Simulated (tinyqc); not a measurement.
Valley splitting in a one-orbital chain of atomic planes (second-neighbour model): one step. Levels and the valley doublet. Three cases, with inputs chosen for the exercise.

Task: Diagonalise H. The two lowest levels are the doublet made from the valleys at +k0 and -k0; give their splitting, the weights of the lowest state, and its parity under reversal of the planes.

Case 1.

H (eV), lower triangle:
```
          1         2         3         4         5         6         7         8         9
1  1.415512
2  0.595936  1.415512
3  0.638197  0.595936  1.415512
4         0  0.638197  0.595936  1.415512
5         0         0  0.638197  0.595936  1.415512
6         0         0         0  0.638197  0.595936  1.415512
7         0         0         0         0  0.638197  0.595936  1.415512
8         0         0         0         0         0  0.638197  0.595936  1.415512
9         0         0         0         0         0         0  0.638197  0.595936  1.415512
```

Case 2.

H (eV), lower triangle:
```
          1         2         3         4         5         6         7         8         9
1  1.340373
2  0.578965  1.340373
3  0.600399  0.578965  1.340373
4         0  0.600399  0.578965  1.340373
5         0         0  0.600399  0.578965  1.340373
6         0         0         0  0.600399  0.578965  1.340373
7         0         0         0         0  0.600399  0.578965  1.340373
8         0         0         0         0         0  0.600399  0.578965  1.340373
9         0         0         0         0         0         0  0.600399  0.578965  1.340373
```

Case 3.

H (eV), lower triangle:
```
          1         2         3         4         5         6         7         8         9
1  1.333442
2  0.653877  1.333442
3  0.573537  0.653877  1.333442
4         0  0.573537  0.653877  1.333442
5         0         0  0.573537  0.653877  1.333442
6         0         0         0  0.573537  0.653877  1.333442
7         0         0         0         0  0.573537  0.653877  1.333442
8         0         0         0         0         0  0.573537  0.653877  1.333442
9         0         0         0         0         0         0  0.573537  0.653877  1.333442
```

Give: levels; splitting; weights on the planes; parity of the lowest state.

Result:

Case 1.

levels (eV): 0.1630  0.2266  0.5891  0.8149  1.1570  1.3374  1.9496  2.8890  3.6131

splitting = 63.54 meV

weights on the planes: 0.069  0.076  0.067  0.288  0.000  0.288  0.067  0.076  0.069

parity of the lowest state: odd

The mean of the doublet lies 0.1948 eV above the bulk minimum, and level 3 lies 0.3943 eV above that mean; the weights oscillate from plane to plane because the two valleys interfere.

Case 2.

levels (eV): 0.1518  0.2138  0.5503  0.7602  1.0934  1.2335  1.8623  2.7557  3.4425

splitting = 62.00 meV

weights on the planes: 0.070  0.074  0.069  0.287  0.000  0.287  0.069  0.074  0.070

parity of the lowest state: odd

The mean of the doublet lies 0.1828 eV above the bulk minimum, and level 3 lies 0.3675 eV above that mean; the weights oscillate from plane to plane because the two valleys interfere.

Case 3.

levels (eV): 0.1395  0.2004  0.5197  0.6664  1.0459  1.1081  1.9419  2.8463  3.5328

splitting = 60.92 meV

weights on the planes: 0.075  0.061  0.082  0.282  0.000  0.282  0.082  0.061  0.075

parity of the lowest state: odd

The mean of the doublet lies 0.1700 eV above the bulk minimum, and level 3 lies 0.3497 eV above that mean; the weights oscillate from plane to plane because the two valleys interfere.

Computed by tinyqc, one run a case: `OMP_NUM_THREADS=1 python tinyqc.py N N+1 out.jsonl` with N = 1451703, 1451741, 1451826; one thread of a shared Intel(R) Xeon(R) Processor @ 2.30GHz, about 0.02 s a run at most.
